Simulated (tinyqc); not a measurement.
Inside a calculation. Model: square on-chip spiral inductor, lumped pi model.

Numbers from tinyqc (`OMP_NUM_THREADS=1 python tinyqc.py 2302099 2302100 out.jsonl`; about 0.01 s on one thread of a shared Intel Xeon 2.30GHz). Printed values are rounded.

Outer diameter do = di + 2 n wd + 2 (n - 1) sp, mean da = (do + di)/2, fill p = (do - di)/(do + di), length l = 4 n da. L = 2.34 mu0 n^2 da/(1 + 2.75 p), mu0 = 4 pi 1e-7 H/m. Rs = rho l/(wd delta (1 - exp(-th/delta))), delta = sqrt(rho/(pi f mu0)). Cs = n wd^2 eps0 eo/hu across the coil. At each end Cox = l wd eps0 eo/(2 ho) leads to the substrate branch Rsi = 2 rs he/(l wd) in parallel with Csi = l wd eps0 11.7/(2 he). With one end grounded Y = 1/(Rs + i w L) + i w Cs + 1/[1/(i w Cox) + 1/(1/Rsi + i w Csi)], w = 2 pi f; Q = -Im Y/Re Y. Eddy currents in neighbouring turns and in the substrate are left out.

Parameters, values chosen for the exercise; values of the order met in silicon radio-frequency processes: number of turns n = 3.5; line width wd = 8 um; space between turns sp = 3 um; inner diameter di = 60 um; metal thickness th = 3 um; metal resistivity rho = 1.9 uohm cm; oxide below the coil ho = 4.8 um; oxide between coil and underpass hu = 1 um; relative permittivity of the oxide eo = 3.9; substrate resistivity rs = 20 ohm cm; effective spreading depth in the substrate he = 50 um; frequency f = 9.6 GHz.

Constants: eps0 = 8.8541878128e-12 F/m. Results are converted to the units shown.

## Geometry and model elements

do, l, L, delta, Rs, Cs, Cox, Rsi and Csi as defined.

do = 131 um
l = 1337 um
L = 1.70110 nH
delta = 0.708046 um
Rs = 4.55046 ohm
Cs = 7.73502 fF
Cox = 38.4737 fF
Rsi = 1869.86 ohm
Csi = 11.0804 fF

Rs is 4.30 times the direct-current value in this empirical form, which overstates the skin effect of a flat slab when delta is near th and so stands in for some current crowding.

## Admittance, quality factor and apparent inductance

Series branch 1/(Rs + i w L), substrate branch, total Y, Q = -Im Y/Re Y, apparent inductance Im(1/Y)/w, metal-only value w L/Rs, share of the loss in the substrate Re(substrate branch)/Re Y.

series branch = 0.43136-9.72670i mS
substrate branch = 0.312374+0.574799i mS
Y = 0.74373-8.68534i mS
Q = 11.6780
apparent inductance = 1.89491 nH
w L/Rs = 22.5489
share of the loss in the substrate = 42.0008 %

Q is 51.8 % of the metal-only value.
